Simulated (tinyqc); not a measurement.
From results back to parameters: hole subbands of a hard-walled well, four-band Luttinger model. Three cases, with inputs chosen for the exercise.

Problem. At k = 0 in a hard-walled well HHn = c (g1 - 2 g2)(n pi/L)^2 - Z0 and LHn = c (g1 + 2 g2)(n pi/L)^2 + Z0, c = hbar^2/2m0. Two spacings were computed from hidden g1 and g2.

Constants: hbar^2/2m0 = 3.80998211 eV angstrom^2.

Case 1.

Values chosen (out of a larger set: near those of GaSb; not measured data): L = 195 angstrom (well width along [001]); Z0 = -0.0136 eV (shear strain energy).

HH2 - HH1 = 12.401 meV
LH1 - HH1 = -8.727 meV

Case 2.

Values chosen (out of a larger set: near those of GaAs; not measured data): L = 190 angstrom (well width along [001]); Z0 = 0.0476 eV (shear strain energy).

HH2 - HH1 = 8.937 meV
LH1 - HH1 = 103.825 meV

Case 3.

Values chosen (out of a larger set: near those of InP; not measured data): L = 95 angstrom (well width along [001]); Z0 = -0.0634 eV (shear strain energy).

HH2 - HH1 = 23.124 meV
LH1 - HH1 = -99.967 meV

Find: u = c (pi/L)^2; g2; g1.
Solution. HH2 - HH1 = 3u (g1 - 2 g2) and LH1 - HH1 = 4 u g2 + 2 Z0.

Case 1.

u = c (pi/L)^2 = 0.989 meV
g2 = 4.67
g1 = 13.52

Case 2.

u = c (pi/L)^2 = 1.042 meV
g2 = 2.07
g1 = 7.00

Case 3.

u = c (pi/L)^2 = 4.167 meV
g2 = 1.61
g1 = 5.07

Computed by tinyqc, one run a case: `OMP_NUM_THREADS=1 python tinyqc.py N N+1 out.jsonl` with N = 1250009, 1250011, 1250013; one thread of a shared Intel(R) Xeon(R) Processor @ 2.30GHz, about 0.1 s a run at most.
